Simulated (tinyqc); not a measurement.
Across the transition: q-state Potts model on a small periodic square lattice: enumeration, Metropolis, heat-bath and Wolff steps. Computed by tinyqc, a small Python program. Command: `OMP_NUM_THREADS=1 python tinyqc.py 3110047 3110048 out.jsonl potts walk`. One thread of a shared host (Intel(R) Xeon(R) Processor @ 2.30GHz), about 0.03 s of CPU time with the checks.

E = -J x (number of nearest-neighbour bonds with equal states); n x n sites with periodic edges have 2 n^2 bonds. Order parameter m = (q f - 1)/(q - 1), f being the largest share of one state. Sites are numbered row by row from 0. Here q = 3 and n = 3.

Inputs (values chosen for the exercise, for a model of domains or grain orientations):

| quantity | value | unit |
|---|---|---|
| number of states q | 3 | - |
| edge n | 3 | - |
| coupling J | 59 | meV |
| temperature T | 1090 | K |

Constants: k_B = 8.617333262e-05 eV/K.

Method:
- K = J/(k_B T); the infinite square lattice orders at K_c = ln(1 + sqrt(q)); Wolff bond probability p = 1 - exp(-K).
- All q^(n^2) states are counted by their number b of equal bonds; weights g(b) exp(K b), K = J/(k_B T). Per site: u = -J <b>/n^2, c/k_B = K^2 (<b^2> - <b>^2)/n^2.
- m and U = 1 - <m^4>/(3 <m^2>^2) from the same sums; K = K_c T_c/T.

K_c = 1.00505

Exact values for this lattice:

| T/T_c | share of equal bonds | c (k_B/site) | <m> | U |
|---|---|---|---|---|
| 0.50 | 0.99860 | 0.0472 | 0.99891 | 0.66644 |
| 0.70 | 0.98299 | 0.3224 | 0.98544 | 0.66309 |
| 0.85 | 0.94381 | 0.7523 | 0.94766 | 0.65169 |
| 0.95 | 0.89867 | 1.0515 | 0.90083 | 0.63529 |
| 1.00 | 0.87106 | 1.1620 | 0.87111 | 0.62377 |
| 1.10 | 0.81016 | 1.2568 | 0.80346 | 0.59424 |
| 1.25 | 0.71984 | 1.1226 | 0.69909 | 0.53855 |
| 1.50 | 0.60698 | 0.6992 | 0.56355 | 0.44431 |
| 2.00 | 0.49791 | 0.2654 | 0.42963 | 0.33138 |
| 3.00 | 0.42569 | 0.0797 | 0.34387 | 0.26976 |

c is largest, 1.26 k_B, at T/T_c = 1.1: on so small a lattice the transition is a broad bump. At T_c the infinite lattice has a share (1 + 1/sqrt(q))/2 = 0.789 of equal bonds, against 0.871 here. <m> stays at 0.34 at 3 T_c, since the largest share among 9 sites always exceeds 1/q on average.

Extremes, crossings and ranges named in words are read from the listed rows.
